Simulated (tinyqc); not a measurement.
Inside a calculation. Model: space-charge-limited current through a thin insulating or semi-insulating film with traps. Computed by tinyqc, a small Python program that keeps every step. Command: `OMP_NUM_THREADS=1 python tinyqc.py 3000053 3000054 out.jsonl sclc walk`. One thread of a shared host (Intel(R) Xeon(R) Processor @ 2.30GHz), about 0.01 s of CPU time with the checks. Intermediate numbers are printed to about 6 digits and carried at full precision; extremes and crossings named in words are read from the listed rows.

One ohmic injecting contact at x = 0 (field zero), drift only, non-degenerate free carriers.

Inputs (values chosen for the exercise, modelled on Si3N4):
```
quantity,value,unit
permittivity eps,7.5,-
band mobility mu,0.084,cm^2/(V s)
effective density of states N_c,9.8e+19,1/cm^3
trap density N_t,5.2e+17,1/cm^3
"equilibrium Fermi level below the band edge, E_0",0.77,eV
thickness d,47,nm
"free density at the anode, in units of N_c",0.00013,-
temperature T,300,K
characteristic temperature T_c,1600,K
```

Traps: exponential tail.

Constants: k_B = 8.617333262e-05 eV/K; e = 1.602176634e-19 C; eps_0 = 8.8541878128e-12 F/m.

## Equilibrium and landmark voltages

Free density n_0 = N_c exp(-E_0/k_B T) in equilibrium; trapped density n_t(n) = N_t (n/N_c)^(T/T_c) (the low-temperature form). theta = n/(n + n_t) at the anode density; trap-filled-limit voltage V_TFL = e (N_t - n_t(n_0)) d^2/(2 eps eps_0).

n_0 = 1.13709e+07 1/cm^3

n_t(n_0) = 1.95259e+15 1/cm^3

theta = 0.115952

V_TFL = 1.38050 V

## One point of the curve

J = e mu n F and (eps eps_0/e) dF/dx = n - n_0 + n_t(n) - n_t(n_0) = rho(n). With F = J/(e mu n): d = (eps eps_0 J/(e^2 mu)) I_1 and V = (eps eps_0 J^2/(e^3 mu^2)) I_2, I_k = int_(n_L)^infinity dn/(n^(k+1) rho(n)), n_L the density at the anode; with u = n_L/n, 200 Gauss-Legendre points in t, u = 1 - (1 - t)^2. Anode field J/(e mu n_L); Mott-Gurney current (9/8) eps eps_0 mu V^2/d^3; ohmic current e n_0 mu V/d.

I_1 = 5.36831e-34 cm^6

I_2 = 2.45712e-50 cm^9

current density J = 28.4283 A/cm^2

voltage V = 0.454411 V

anode field over mean field V/d = 1.71491

trap-free Mott-Gurney current = 124.809 A/cm^2

ohmic current = 1.47957e-08 A/cm^2

J is 0.228 times the trap-free law and 1.92e9 times the ohmic current; theta is 0.116. The field ratio is 1 for ohmic flow, 3/2 for the square law and 2 for a uniform fixed charge; here 1.71.

## The whole curve

The last column is d ln J/d ln V up to the next row.

Current against voltage:
```
n_L (1/cm^3),V (V),J (A/cm^2),slope
1.20e+07,6.26156e-04,2.74843e-11,2.30324
1.40e+08,5.18174e-03,3.57259e-09,4.12936
1.80e+09,1.18602e-02,1.09136e-07,4.98839
2.10e+10,2.20369e-02,2.39957e-06,5.49651
2.60e+11,3.86254e-02,5.24514e-05,5.80658
3.10e+12,6.47369e-02,1.05209e-03,5.96091
3.80e+13,1.07308e-01,2.13972e-02,5.82305
4.60e+14,1.79696e-01,4.30703e-01,4.85236
5.50e+15,3.39029e-01,9.37485e+00,3.20801
6.70e+16,1.01405e+00,3.15068e+02,2.29018
8.10e+17,6.68393e+00,2.36594e+04,2.04789
9.80e+18,7.11522e+01,3.00265e+06,-
```

The slope starts at 2.30, peaks at 6.0 between 0.0647 and 0.107 V and ends at 2.05. Rows below 0.26 V (10 k_B T/e) are formal, since diffusion from the contact rules there. Self-heating is left out, although J V exceeds 1e5 W/cm^2 at the last row. Rows above 14.1 V are formal, since the mean field exceeds 3 MV/cm and breakdown sets in. An exponential tail gives the power law T_c/T + 1 = 6.33, which the middle rows approach.

Checks made by the program: trap-free limit against the Mott-Gurney law (relative difference 5e-08).
